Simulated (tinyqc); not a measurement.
Two coupled magnetic layers: synthetic antiferromagnet, spin flop, exchange bias and magnetoresistance: one step, computed by the program tinyqc. Command: `OMP_NUM_THREADS=1 python tinyqc.py 3031383 3031384 out.jsonl saf walk`. One thread of a shared host (Intel(R) Xeon(R) Processor @ 2.30GHz), about 0.4 s of CPU time with the checks.

Moments lie in the plane at the angles p1, p2 from the field. Energy per area: E = J1 cos(p1 - p2) + J2 cos^2(p1 - p2) - B M_s (t1 cos p1 + t2 cos p2) + K (t1 sin^2 p1 + t2 sin^2 p2).

Question. Limit of the antiparallel state. With p1 = 0, p2 = 180 degrees and c2 = J1 - 2 J2 the Hessian is [[c2 + t1 (2K + b), -c2], [-c2, c2 + t2 (2K - b)]], b = B M_s; its determinant vanishes at the positive root of t1 t2 b^2 - c2 (t1 - t2) b - [2K c2 (t1 + t2) + 4 K^2 t1 t2] = 0.

Inputs (values chosen for the exercise, for a model stack):

| quantity | value | unit |
|---|---|---|
| saturation magnetisation M_s | 1310 | kA/m |
| thickness t1 | 2.8 | nm |
| thickness t2 | 1.7 | nm |
| antiferromagnetic coupling J1 | 0.13 | mJ/m^2 |
| biquadratic coupling J2 | 0 | mJ/m^2 |
| in-plane anisotropy K | 9.1 | kJ/m^3 |

Field direction: along the easy axis.

Give: stability limit B_sf of the antiparallel state.

Answer.

stability limit B_sf of the antiparallel state = 51.81 mT
